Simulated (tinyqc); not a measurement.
Worked calculation: sp3 tight binding, zinc-blende lattice. One step of it, computed by the program tinyqc.

Question. Bloch Hamiltonian at k. Slater-Koster rules over the four bonds with direction cosines (l, m, n): ss V_ss; s-px l V_sp; px-s -l V_sp; px-px l^2 V_pps + (1 - l^2) V_ppp; px-py l m (V_pps - V_ppp); each times exp(i k.d).

Parameters chosen for this model: zinc-blende lattice, anion at 0, cation at a/4 (1,1,1); V = eta hbar^2 / (m d^2), hbar^2/m = 7.619964 eV angstrom^2:
```
parameter          value      unit
a               3.970000  angstrom
d               1.719060  angstrom
Es anion      -13.480000        eV
Ep anion       -6.360000        eV
Es cation     -13.480000        eV
Ep cation      -6.360000        eV
eta ss         -1.320000
eta sp          1.420000
eta pp sigma    2.220000
eta pp pi      -0.630000
V ss           -3.403647        eV
V sp            3.661499        eV
V pp sigma      5.724316        eV
V pp pi        -1.624468        eV
```

k point k (2 pi / a): 0.720000  -0.550000  -0.400000

Give: H(k) at k.

Answer.

H(k) at k (eV):
```
                  a s            a px             a py             a pz
a s          -13.4800          0.0000           0.0000           0.0000
a px           0.0000         -6.3600           0.0000           0.0000
a py           0.0000          0.0000          -6.3600           0.0000
a pz           0.0000          0.0000           0.0000          -6.3600
c s   -3.0457-5.5060i  1.6092+4.0200i  -2.9207-2.2149i  -4.7068-1.3744i
c px  -1.6092-4.0200i  0.7384+1.3348i   5.4541+1.5926i   3.3844+2.5665i
c py   2.9207+2.2149i  5.4541+1.5926i   0.7384+1.3348i  -1.8647-4.6582i
c pz   4.7068+1.3744i  3.3844+2.5665i  -1.8647-4.6582i   0.7384+1.3348i

                  c s             c px             c py             c pz
a s   -3.0457+5.5060i  -1.6092+4.0200i   2.9207-2.2149i   4.7068-1.3744i
a px   1.6092-4.0200i   0.7384-1.3348i   5.4541-1.5926i   3.3844-2.5665i
a py  -2.9207+2.2149i   5.4541-1.5926i   0.7384-1.3348i  -1.8647+4.6582i
a pz  -4.7068+1.3744i   3.3844-2.5665i  -1.8647+4.6582i   0.7384-1.3348i
c s          -13.4800           0.0000           0.0000           0.0000
c px           0.0000          -6.3600           0.0000           0.0000
c py           0.0000           0.0000          -6.3600           0.0000
c pz           0.0000           0.0000           0.0000          -6.3600
```
